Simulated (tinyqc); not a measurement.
Metal gate on a two-layer dielectric stack with fixed charge and a dipole: two steps of the calculation.

Gate, layer 2, layer 1, p-type semiconductor; x runs from the gate inwards. Charges are counted in units of +q. psi is the band bending at the surface, positive towards inversion. Classical charge, Boltzmann statistics, no interface traps.

Values chosen for this exercise; band and dielectric values close to those of germanium, layer 1 close to silicon dioxide, layer 2 close to aluminium oxide:
```
symbol    value   unit                                          meaning
T           300      K                                      temperature
Eg        0.672     eV                                         band gap
eps_r      15.9                                   relative permittivity
Nc      1.02e19  cm^-3           conduction-band density of states at T
Nv       6.1e18  cm^-3              valence-band density of states at T
chi        3.98     eV                                electron affinity
Na       2.2e18  cm^-3                                 acceptor density
pM         4.36     eV                  work function of the gate metal
t1          0.4     nm  thickness of layer 1, next to the semiconductor
e1         3.83                        relative permittivity of layer 1
t2          2.7     nm           thickness of layer 2, next to the gate
e2         8.81                        relative permittivity of layer 2
ps         0.69      V            band bending psi of the working point
```

Constants: q = 1.602176634e-19 C, kB = 1.380649e-23 J/K, Vt = kB T/q, eps0 = 8.8541878128e-14 F/cm where lengths are in cm. Results are converted to the units shown.

Question 1. Equivalent thickness and work-function difference. EOT = 3.9 (t1/e1 + t2/e2), Cox = eps0/(t1/e1 + t2/e2); phi_ms = pM - (chi + Eg - Vt ln(Nv/Na)).

Give: EOT; Cox; share of layer 1 in the EOT; phi_ms.

Answer 1.

EOT = 1.603 nm
Cox = 2.155 uF/cm^2
share of layer 1 in the EOT = 25.42 %
phi_ms = -0.2656 V

Question 2. Charge in the semiconductor. ni = sqrt(Nc Nv) exp(-Eg/(2 Vt)), Eg in volts. Qs = -sign(psi) sqrt(2 q eps0 eps_r Na Vt [exp(-u) + u - 1 + (ni/Na)^2 (exp(u) - u - 1)]), u = psi/Vt.

Wanted: Qs.

Answer 2.

Qs = -1.1493 uC/cm^2

The surface is in strong inversion: psi exceeds 2 Vt ln(Na/ni) = 0.606 V.

Numbers from tinyqc (`OMP_NUM_THREADS=1 python tinyqc.py 2010098 2010099 out.jsonl`; about 0.01 s on one thread of a shared Intel Xeon 2.30GHz).
